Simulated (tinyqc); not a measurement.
Trap density from one capacitance.

Question. Traps spread evenly through the insulator exchange electrons with the semiconductor by tunnelling, with tau(x) = t0 exp(2 ka x) at depth x from the interface. The admittance per area Y seen at depth x obeys dY/dx = -Y^2/(i w eps0 eox) + q Nb ln(1 + i w tau)/tau, with Y(0) = i w Cs and w = 2 pi f; the gate sees Y(tox) = G + i w C. Working variable y = Y/(i w), in uF/cm^2. Cox = eps0 eox/tox. Find Nb and G/w.

Inputs (values chosen for the exercise):
```
symbol,value,unit,meaning
eox,19.9,,relative permittivity of the insulator
tox,5.4,nm,insulator thickness
Cs,4.7,uF/cm^2,semiconductor capacitance in accumulation
ka,6,1/nm,decay constant of the wave function in the insulator
t0,1e-11,s,time constant of a trap at the interface
f,10000,Hz,frequency
```

Constants: q = 1.602176634e-19 C, eps0 = 8.8541878128e-14 F/cm where lengths are in cm. Results are converted to the units shown.

C = 1.9534405 uF/cm^2

Answer. C rises steadily with Nb, so one density matches; in practice ka and t0 must come from the frequency dependence.

Nb = 5.90e18 cm^-3 eV^-1
G/w = 0.00365 uF/cm^2

Computed by the program tinyqc: `OMP_NUM_THREADS=1 python tinyqc.py 2202099 2202100 out.jsonl`, one thread of a shared Intel Xeon 2.30GHz, about 0.3 s for the whole run.
